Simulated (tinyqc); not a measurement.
Carrier density against temperature: charge neutrality of a doped semiconductor with incomplete ionisation. Computed by tinyqc, a small Python program. Command: `OMP_NUM_THREADS=1 python tinyqc.py 3016195 3016196 out.jsonl dopant walk`. One thread of a shared host (Intel(R) Xeon(R) Processor @ 2.30GHz), about 0.05 s of CPU time with the checks.

Energies are counted from the top of the valence band; E_D is measured down from the conduction band and E_A up from the valence band.

Inputs (values chosen for the exercise, for a model semiconductor):
```
quantity,value,unit
gap at 0 K E_g0,3.15,eV
Varshni alpha,0.000533,eV/K
Varshni beta,331,K
electron mass m_e,0.183,m_0
valleys M_c,1,-
hole mass m_h,0.741,m_0
donor density N_D,2.8e+14,cm^-3
acceptor density N_A,1.4e+13,cm^-3
donor depth E_D,0.0335,eV
acceptor depth E_A,0.137,eV
donor degeneracy g_D,2,-
acceptor degeneracy g_A,4,-
```

Doping: n-type, compensated. Statistics of the bands: Fermi-Dirac.

Constants: k_B = 8.617333262e-05 eV/K; m_0 = 9.1093837015e-31 kg; k_B = 1.380649e-23 J/K; h = 6.62607015e-34 J s.

Method:
- E_g = E_g0 - alpha T^2/(T + beta).
- N_c = 2 M_c (2 pi m_e k_B T/h^2)^(3/2) and N_v = 2 (2 pi m_h k_B T/h^2)^(3/2), masses in units of m_0.
- n = N_c F_1/2((E_F - E_g)/k_B T), p = N_v F_1/2(-E_F/k_B T).
- F_1/2(eta) = (2/sqrt(pi)) int_0^infinity sqrt(x)/(1 + exp(x - eta)) dx, by the trapezoid rule in t = sqrt(x) with step 0.02 up to t = 12 (for eta < -12 by exp(eta) - exp(2 eta)/2^(3/2)).
- N_D+ = N_D/(1 + g_D exp((E_F - E_g + E_D)/k_B T)).
- N_A- = N_A/(1 + g_A exp((E_A - E_F)/k_B T)).
- Neutrality: p + N_D+ = n + N_A-; the log ratio is ln[(p + N_D+)/(n + N_A-)].
- Neutrality is solved by bisection at each T. The last column is -k_B d ln(n T^-3/2)/d(1/T) from this row and the one above; it turns negative as ionisation nears completion, when the density grows more slowly than that power of T.

Against temperature:
```
T (K),n (cm^-3),E_F from the band edge (eV),ionised share,activation energy (eV)
14,1.6406e+05,0.03078,0.05000,-
18,1.1445e+08,0.03001,0.05000,0.033500
24,3.8873e+10,0.02885,0.05014,0.033482
35,7.1774e+12,0.02804,0.07563,0.030615
56,1.0442e+14,0.03535,0.42294,0.015865
86,2.3139e+14,0.05315,0.87639,0.002105
130,2.6091e+14,0.08595,0.98181,-0.010942
190,2.6485e+14,0.13469,0.99588,-0.019662
300,2.6572e+14,0.23030,0.99901,-0.030446
600,2.6595e+14,0.51431,0.99982,-0.053714
```

What does the comparison show, and why?

Between the two coldest rows the activation energy is 0.0335 eV, 1.00 of the dopant depth: with compensation E_F is pinned at the level and the full depth shows. The density is within 10 % of the net doping from 130 K to 600 K.
